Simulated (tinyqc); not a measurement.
Inside a calculation. Model: grain growth, pinning, strength and diffusional creep of a polycrystal or thin film. Computed by tinyqc, a small Python program that keeps every step. Command: `OMP_NUM_THREADS=1 python tinyqc.py 3015076 3015077 out.jsonl grain walk`. One thread of a shared host (Intel(R) Xeon(R) Processor @ 2.30GHz), about 0.01 s of CPU time with the checks. Intermediate numbers are printed to about 5 digits and carried at full precision; extremes and crossings named in words are read from the listed rows.

One mean grain size d describes the structure.

Inputs (values chosen for the exercise, for a model solid):
```
quantity                                    value        unit
shear modulus G                              74.9         GPa
Burgers vector b                             3.84    angstrom
atomic volume Omega                         20.02  angstrom^3
boundary energy gamma                        0.82       J/m^2
mobility prefactor M0                     1.1e-07   m^4/(J s)
activation energy of boundary motion Q_m     2.69          eV
anneal temperature T                         1592           K
anneal time t                                1600           s
initial grain size d0                          83          nm
particle volume fraction f                 0.0084           -
particle radius r                             4.1          nm
film thickness h                              800          nm
surface energy gamma_s                        1.7       J/m^2
friction stress sigma_0                       350         MPa
Hall-Petch slope k_y                         0.29   MPa m^0.5
lattice diffusion energy Q_l                 5.08          eV
boundary diffusion energy Q_b                2.05          eV
lattice prefactor D0                      2.4e-05       m^2/s
boundary prefactor delta D0b              1.4e-14       m^3/s
applied stress sigma                           55         MPa
service temperature T_c                       532           K
```

Sample: thin film on a substrate.

Constants: k_B = 8.617333262e-05 eV/K; k_B = 1.380649e-23 J/K.

## Mobility and the sizes at which growth stops

M = M0 exp(-Q_m/(k_B T)). The driving pressure is 2 gamma/d. Zener pinning pressure 3 f gamma/(2 r) stops growth at d_Z = 4 r/(3 f). Grooves where boundaries meet the surface have the angle theta = arcsin(gamma/(2 gamma_s)) and are taken to stop growth at d_h = h/(2 theta), a few film thicknesses; the limit is 1/d_lim = 1/d_Z + 1/d_h.

mobility M = 3.3550e-16 m^4/(J s)

Zener size d_Z = 650.79 nm

groove angle theta = 0.24358 rad

groove limit d_h = 1642.2 nm

limit d_lim = 466.09 nm

The particles set the tighter limit.

## Grain size after the anneal

dd/dt = 2 M gamma (1/d - 1/d_lim) integrates to 2 M gamma t = d_lim (d0 - d) + d_lim^2 ln[(d_lim - d0)/(d_lim - d)]; without pinning d^2 = d0^2 + 4 M gamma t.

size without pinning = 1329.5 nm

grain size d = 463.14 nm

Growth has stagnated at the limit.

## Yield stress

Hall-Petch term k_y/sqrt(d). Orowan term 3.06 x 0.4 G b ln(2 rbar/b)/(pi lambda sqrt(1 - nu)) with nu = 1/3, rbar = sqrt(2/3) r, lambda = rbar (sqrt(pi/f) - 2). Film term (threading dislocation, matched substrate, the geometry of an fcc (111) film taken for all cases): 3.464 G b ln(2 h/b)/(4 pi (1 - nu) h). The terms are added to sigma_0.

Hall-Petch term = 426.13 MPa

Orowan term = 675.88 MPa

film term = 123.90 MPa

yield stress = 1575.9 MPa

The largest term is the Orowan one. The anneal changed the Hall-Petch term from 1007 to 426 MPa.

## Diffusional creep at T_c

Nabarro-Herring rate = 14 sigma Omega D_l/(k_B T d^2), D_l = D0 exp(-Q_l/(k_B T)); Coble rate = 14 pi sigma Omega delta D_b/(k_B T d^3), delta D_b = delta D0b exp(-Q_b/(k_B T)); they are equal at d_x = pi delta D_b/D_l.

Nabarro-Herring rate = 1.7642e-40 1/s

Coble rate = 3.5310e-14 1/s

crossover size d_x = 9.2697e+25 micrometre

time to 1 % strain = 2.8320e+11 s

Boundary diffusion carries the creep, by a factor 2.0e26. Caution: the time to 1 % strain exceeds a century, so diffusional creep is negligible in practice. Caution: sigma Omega is not small against k_B T, as the linear creep laws assume.

## Strength against creep resistance

Hall-Petch term k_y/sqrt(d).

At T_c and sigma:
```
d (nm)  Hall-Petch term (MPa)  Nabarro-Herring (1/s)  Coble (1/s)  time to 1 % (s)
30                     1674.3             4.2047e-38   1.2992e-10       7.6970e+07
100                     917.1             3.7842e-39   3.5078e-12       2.8508e+09
300                     529.5             4.2047e-40   1.2992e-13       7.6970e+10
1000                    290.0             3.7842e-41   3.5078e-15       2.8508e+12
3000                    167.4             4.2047e-42   1.2992e-16       7.6970e+13
10000                    91.7             3.7842e-43   3.5078e-18       2.8508e+15
100000                   29.0             3.7842e-45   3.5078e-21       2.8508e+18
```

From 100 micrometre to 30 nm grains the Hall-Petch term grows 58 times, while the time to 1 % strain shrinks by 10.6 decades. Coble creep rules in 7 of the seven rows (d_x is a millimetre or more). Fine grains resist slip but creep fast. The Hall-Petch value at 30 nm is at the edge of that law, and in a film grains much larger than h lose atoms to the surfaces instead.

## Growth with time

The formulas are those given above.

At T:
```
t (s)  free growth (nm)  pinned growth (nm)  d/d_lim
0.59               86.8               86.14  0.18482
2                  95.3               93.13  0.19982
5.9               115.7              109.68  0.23531
20                170.0              152.10  0.32634
59                268.0              220.41  0.47290
200               476.4              330.29  0.70865
590               810.0              424.80  0.91142
2000             1485.8              465.02  0.99771
```

The apparent exponent d ln d/d ln t of the pinned growth is at most about 0.34, below the ideal 1/2, and falls to 0.074 in the last rows: the initial size hides the law early and pinning hides it late.

Checks made by the program: d against numerical integration (relative difference 5e-10).
